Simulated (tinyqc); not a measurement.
How the errors depend on the field: Haynes-Shockley experiment: drift, diffusion and decay of a minority-carrier pulse. Computed by tinyqc, a small Python program. Command: `OMP_NUM_THREADS=1 python tinyqc.py 3111081 3111082 out.jsonl haynes walk`. One thread of a shared host (Intel(R) Xeon(R) Processor @ 2.30GHz), about 0.02 s of CPU time with the checks.

A thin sheet of excess carriers is made at x = 0, t = 0 in a long uniform bar; injection is low, so the pulse moves with the minority mobility.

Inputs (values chosen for the exercise, modelled on holes in n-type germanium in a lightly doped bar):
```
quantity                       value         unit
minority mobility mu            1690   cm^2/(V s)
lifetime tau                     170  microsecond
temperature T                    300            K
field F                          7.7         V/cm
distance d to the collector     0.25           cm
injected sheet density N0    3.2e+09       1/cm^2
```

Constants: k_B = 8.617333262e-05 eV/K.

Method:
- D = mu k_B T/e, v = mu F.
- Transit time d/v, diffusion length sqrt(D tau), drift length v tau, Peclet number v d/D = e F d/(k_B T).
- dn(x, t) = N0/sqrt(4 pi D t) exp(-(x - v t)^2/(4 D t) - t/tau).
- At fixed x the signal peaks where d ln(dn)/dt = 0: a t^2 + t/2 - x^2/(4 D) = 0 with a = v^2/(4 D) + 1/tau.
- The full width at half maximum is found by solving dn(x, t) = peak/2 on both sides of the peak.
- With w that width: mu = d/(F t_p); D = (w d)^2/(16 ln2 t_p^3). The field is scaled by the factors listed.

D = 43.6899 cm^2/s

Errors of the simple reading:
```
factor  F (V/cm)   v d/D  v^2 tau/(4 D)  error of mu (%)  error of D (%)
0.5         3.85   37.23           41.2           3.9284          4.6084
0.7         5.39   52.12           80.7           2.5544          3.2876
1.0         7.70   74.46          164.7           1.6550          2.2961
1.5        11.55  111.69          370.6           1.0341          1.5268
2.5        19.25  186.16         1029.5           0.5872          0.9138
4.0        30.80  297.85         2635.6           0.3553          0.5702
7.0        53.90  521.24         8071.6           0.1982          0.3254
```

What follows from these numbers?

The error of mu falls from 3.93 to 0.198 %. For large v d/D it is about D/(v d) + 2 D/(v^2 tau), here 0.198 % in the last row: one part from spreading, one from recombination.

Extremes, crossings and ranges named in words are read from the listed rows.
